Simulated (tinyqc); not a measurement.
Electron mobility in a silicon inversion layer, empirical terms and Matthiessen rule: effect of the temperature.

Inversion layer of sheet density Ns on a uniformly doped body, under a high-permittivity gate with an interlayer. The mobility terms are empirical power laws with prefactors chosen for the exercise; adding their inverses (Matthiessen) is itself an approximation.

Nc and Nv are given at 300 K and scale as (T/300 K)^1.5; Eg is fixed. ni = sqrt(Nc Nv) exp(-Eg/(2 Vt)), Eg in volts; Ndep = sqrt(2 eps0 eps_r Nb (2 Vt ln(Nb/ni) + Vsb)/q); E = q (Ndep + eta Ns)/(eps0 eps_r), in MV/cm. With t = T/(300 K): muC = Ac (Ns/1e12 cm^-2) t/(Nb/1e17 cm^-3 + Nit/1e11 cm^-2), muP = Ap E^(-1/3) t^(-1.75), muS = As E^(-gs), muR = Ar exp(2 ti/lr)/t; 1/mu is the sum of the inverses.

Parameters, values chosen for the exercise; material values close to those of silicon:
```
symbol,value,unit,meaning
Eg,1.13,eV,band gap
eps_r,11.6,,relative permittivity of the semiconductor
Nc,2.84e19,cm^-3,conduction-band density of states at the reference temperature
Nv,2.63e19,cm^-3,valence-band density of states at the reference temperature
Nb,4e17,cm^-3,body doping
Vsb,0.6,V,reverse body bias
eta,0.5,,weight of the inversion charge in the effective field
Ap,474,cm^2/(V s),phonon-limited mobility at 1 MV/cm and 300 K
As,1060,cm^2/(V s),roughness-limited mobility at 1 MV/cm
gs,2,,exponent of the roughness term
Ac,3600,cm^2/(V s),Coulomb prefactor
Nit,1.5e10,cm^-2,charge at the interface
Ar,180,cm^2/(V s),remote-phonon mobility without interlayer
ti,1,nm,interlayer thickness
lr,0.7,nm,decay length of remote phonons
Ns,4.6e12,cm^-2,inversion density
```

Constants: q = 1.602176634e-19 C, kB = 1.380649e-23 J/K, Vt = kB T/q, eps0 = 8.8541878128e-14 F/cm where lengths are in cm. Results are converted to the units shown.

Result of one run:

| E (MV/cm) | muC (cm^2/(V s)) | muP (cm^2/(V s)) | muS (cm^2/(V s)) | muR (cm^2/(V s)) | mu (cm^2/(V s)) |
|---|---|---|---|---|---|
| 0.7858 | 4655 | 392.2 | 1717 | 2686 | 268.9 |

Which temperature T gave this result: 160, 200, 250, 350 or 450 K?

T = 350 K.

The whole series:

| T (K) | E (MV/cm) | muC (cm^2/(V s)) | muP (cm^2/(V s)) | muS (cm^2/(V s)) | muR (cm^2/(V s)) | mu (cm^2/(V s)) |
|---|---|---|---|---|---|---|
| 120 | 0.8154 | 1596 | 2522 | 1594 | 7835 | 562.4 |
| 160 | 0.8111 | 2128 | 1527 | 1611 | 5876 | 522.0 |
| 200 | 0.8064 | 2660 | 1035 | 1630 | 4701 | 461.3 |
| 250 | 0.8000 | 3325 | 702.5 | 1656 | 3761 | 385.5 |
| 300 | 0.7931 | 3990 | 512.1 | 1685 | 3134 | 320.9 |
| 350 | 0.7858 | 4655 | 392.2 | 1717 | 2686 | 268.9 |
| 400 | 0.7781 | 5320 | 311.5 | 1751 | 2351 | 227.5 |
| 450 | 0.7700 | 5986 | 254.4 | 1788 | 2089 | 194.7 |

As T goes from 120 to 450 K, E falls from 0.815 to 0.770 MV/cm and mu falls from 562 to 195 cm^2/(V s). The smallest term is the roughness one in the first row and the phonon one in the last. For T = 120 to 160 K dopant freeze-out and degenerate screening, left out here, matter.

tinyqc, about 0.01 s, one thread, Intel Xeon 2.30GHz (shared host): `OMP_NUM_THREADS=1 python tinyqc.py 2510019 2510020 out.jsonl`
